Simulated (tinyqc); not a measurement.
# Signal and retention of a DRAM cell: effect of temperature

A stored one starts at Vd and leaks: Cs dV/dt = -I(V), I = a sqrt((V + Vb)/(Vd + Vb)) + b, with a = Ig exp[-(Eg1 q/kB)(1/T - 1/T0)] (generation in a depletion layer) and b = Is exp[-(Es q/kB)(1/T - 1/T0)]. The bit line is precharged to Vd/2, and charge sharing gives the signal (V - Vd/2) Cs/(Cs + Cb).

The cell fails below Vc = Vd/2 + dm (Cs + Cb)/Cs. With s = sqrt((Vc + Vb)/(Vd + Vb)), the time from Vd to Vc is t = [2 Cs (Vd + Vb)/a] [1 - s - (b/a) ln((a + b)/(a s + b))]. This time is the median of a log-normal spread: failing cells = Nc erfc(z/sqrt 2)/2, z = ln(t/tr)/sg.

Values chosen for this exercise:
- Vd = 1.1 V (array voltage)
- Cs = 17 fF (cell capacitance)
- Cb = 110 fF (bit-line capacitance)
- dm = 66 mV (smallest signal that the sense amplifier resolves)
- Vb = 1.18 V (built-in plus back-bias voltage of the storage junction)
- Ig = 1.2 fA (junction leakage at V = Vd and T0)
- Is = 0.48 fA (voltage-independent leakage at T0)
- Es = 0.42 eV (activation energy of Is)
- T0 = 358 K (reference temperature)
- sg = 0.53 (deviation of ln(retention time) over the cells)
- Nc = 1.72e10 (cells)
- tr = 64 ms (refresh interval)
- Eg1 = 0.63 eV (activation energy of Ig)

Constants: q = 1.602176634e-19 C, kB = 1.380649e-23 J/K. Results are converted to the units shown.

Results:
```
T (K),a (fA),b (fA),retention time (s),failing cells
298,0.01966,0.03096,19.17,4.620e-17
318,0.09196,0.08660,5.439,4.478e-7
358,1.200,0.4800,0.5788,2.800e5
368,2.090,0.6949,0.3492,1.176e7
378,3.535,0.9865,0.2151,1.907e8
398,9.344,1.886,0.08665,4.880e9
```

Estimate the missing row, T = 338 K.

Computed row:
```
T (K),a (fA),b (fA),retention time (s),failing cells
338,0.3584,0.2145,1.696,5.387
```

With this row back in the table: The retention time falls from 19.2 to 0.0867 s, halving every 15.2 K at the hot end. Its apparent activation energy goes from 0.514 to 0.589 eV, between Es = 0.42 and Eg1 = 0.63 eV, as the share of a in the leakage grows from 38.8 to 83.2 %.

Range of the model: Real arrays also hold a tail of unusually leaky cells and cells whose retention varies in time, which this model lacks.

Program tinyqc, `OMP_NUM_THREADS=1 python tinyqc.py 2130116 2130117 out.jsonl`; Intel Xeon 2.30GHz, shared host, one thread, about 0.01 s.
